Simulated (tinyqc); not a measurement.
Drift velocity with scattering: Wannier-Stark ladder of a miniband.

Constants: hbar = 6.58211957e-16 eV s.

Parameters, chosen for this exercise (out of a larger set: near those of an InGaAs/InAlAs superlattice; not measured data):
- W = 28 meV (miniband width)
- d = 70 angstrom (period)
- G = 12 meV (hbar/tau)

Esaki-Tsu: v = v0 y/(1 + y^2), y = e F d/G, v0 = W d/(2 hbar), at zero temperature; 1 angstrom/s = 1e-8 cm/s, 1 kV/cm = 0.01 meV/angstrom. The last column is dv/dF in cm^2/(V s).

Results:

| y | F (kV/cm) | v (1e6 cm/s) | dv/dF |
|---|---|---|---|
| 0.1 | 1.71 | 1.47 | 843 |
| 0.3 | 5.14 | 4.10 | 665 |
| 0.6 | 10.29 | 6.57 | 301 |
| 1.0 | 17.14 | 7.44 | 0 |
| 1.5 | 25.71 | 6.87 | -103 |
| 2.5 | 42.86 | 5.13 | -87 |
| 4.0 | 68.57 | 3.50 | -45 |

v0 = 14.89 x 1e6 cm/s
field at y = 1 = 17.14 kV/cm

The velocity peaks at v0/2 = 7.44 x 1e6 cm/s at 17.14 kV/cm and then falls: negative differential velocity, steepest at y = sqrt3 with -v0/(8 Fc) = -109 cm^2/(V s). The low-field mobility is v0/Fc = 869 cm^2/(V s). At the peak the swing is W/G = 2.3 periods, too few for the semiclassical picture to be safe.

Run: tinyqc, `OMP_NUM_THREADS=1 python tinyqc.py 1250596 1250597 out.jsonl`; Intel(R) Xeon(R) Processor @ 2.30GHz, one thread, shared host; about 0.01 s of CPU time with all checks.
